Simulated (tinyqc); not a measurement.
Strained Delta valleys, repopulation and conductivity mass: two steps of the calculation.

A cubic crystal with three pairs of conduction valleys along x, y and z under uniaxial stress X along [100] (X > 0 is tension); current along [010]. Non-degenerate electrons, fixed total density, one relaxation time for all valleys and stresses, masses unchanged by strain, so the mobility goes as the mean inverse mass.

Parameters, values chosen for the exercise; values close to those of silicon: temperature T = 300 K; compliance s11 = 7.82 1/TPa; compliance s12 = -2.12 1/TPa; compliance s44 = 12.5 1/TPa; shear deformation potential Xu = 8.72 eV; uniaxial stress (tension positive) X = 1800 MPa.

Constants: q = 1.602176634e-19 C, kB = 1.380649e-23 J/K, Vt = kB T/q. Results are converted to the units shown.

Task 1. Strain tensor. Stress s_ij = X a_i a_j with a the unit vector along [100]; strain e_ii = s11 s_ii + s12 (s_jj + s_kk), e_ij = s44 s_ij/2.

Find: strain.

Result 1.

strain (%):
```
	x	y	z
x	1.408	0.000	0.000
y	0.000	-0.382	0.000
z	0.000	0.000	-0.382
```

Task 2. Valley shifts and shares. Valley shift dE = Xu (n.e.n - trace(e)/3) with n the valley axis; share f proportional to exp(-dE/Vt).

strain (%):
```
	x	y	z
x	1.4076000	0.0000000	0.0000000
y	0.0000000	-0.3816000	0.0000000
z	0.0000000	0.0000000	-0.3816000
```

Find: dE; share f.

Result 2.

```
valley	dE (meV)	share f
x	104.0	0.0012
y	-52.0	0.4994
z	-52.0	0.4994
```

The splitting is 156 meV, 6.0 Vt.

tinyqc, about 0.01 s, one thread, Intel Xeon 2.30GHz (shared host): `OMP_NUM_THREADS=1 python tinyqc.py 2530163 2530164 out.jsonl`
